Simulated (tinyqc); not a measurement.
# Planar metal-insulator-metal capacitor: capacitance, non-linearity, leakage and relaxation: charge lost after writing

A film between two metal electrodes, each interface adding a series capacitance ci. The small-signal permittivity is ek (1 + aq E^2); the field is found with the linear permittivity. Leakage J = J0 sinh(E/Ef). After a voltage step the film passes a relaxation current kr C V tt^(-nr), tt being the time in seconds.

Planar film: Cf = eps0 ek/t, 1/C = 1/Cf + 2/ci, EOT = 3.9 eps0/C, effective permittivity C t/eps0, E = (V/t) C/Cf. A capacitor written for t0 and then left open loses, as a share of C V, kr (tt^(1 - nr) - t0^(1 - nr))/(1 - nr) by relaxation and J tt/(C V) by leakage; both are taken as small, and rows far outside that range are left out.

Values chosen for this exercise; permittivity of the order of that of titanium dioxide:
- ek = 87.6 (relative permittivity of the film)
- t = 13 nm (film thickness)
- ci = 1000 uF/cm^2 (capacitance of each electrode interface (dead layer and screening))
- aq = 0.016 cm^2/MV^2 (quadratic field coefficient of the permittivity)
- V = 1.5 V (bias)
- nr = 0.94 (exponent of the relaxation current)
- kr = 0.0016 (strength of the relaxation)
- J0 = 1.2e-10 A/cm^2 (leakage prefactor)
- Ef = 0.31 MV/cm (field for an e-fold rise of the leakage)
- t0 = 2e-8 s (duration of the write pulse)

Constants: eps0 = 8.8541878128e-14 F/cm where lengths are in cm. Results are converted to the units shown.

The same in every row: leakage current (nA/cm^2) = 2.373.

Charge lost after writing:

| tt (s) | relaxation current (nA/cm^2) | loss by relaxation (%) | loss by leakage (%) | total loss (%) |
|---|---|---|---|---|
| 1e-6 | 6.177e6 | 0.2435 | 2.683e-8 | 0.2435 |
| 1e-5 | 7.092e5 | 0.4160 | 2.683e-7 | 0.4160 |
| 0.0001 | 8.143e4 | 0.6140 | 2.683e-6 | 0.6140 |
| 0.001 | 9349 | 0.8413 | 2.683e-5 | 0.8414 |
| 0.01 | 1073 | 1.102 | 2.683e-4 | 1.103 |
| 0.1 | 123.2 | 1.402 | 0.002683 | 1.405 |
| 1 | 14.15 | 1.746 | 0.02683 | 1.773 |
| 10 | 1.625 | 2.141 | 0.2683 | 2.410 |
| 100 | 0.1865 | 2.595 | 2.683 | 5.278 |

What does the comparison show?

The two currents are equal at tt = 6.68 s. The loss by relaxation grows from 0.244 to 2.59 %, by 0.172 points over the first decade and 0.454 over the last, while the loss by leakage grows tenfold a decade. Leakage is the larger loss for tt = 100 s.

Numbers from tinyqc (`OMP_NUM_THREADS=1 python tinyqc.py 2102017 2102018 out.jsonl`; about 0.01 s on one thread of a shared Intel Xeon 2.30GHz).
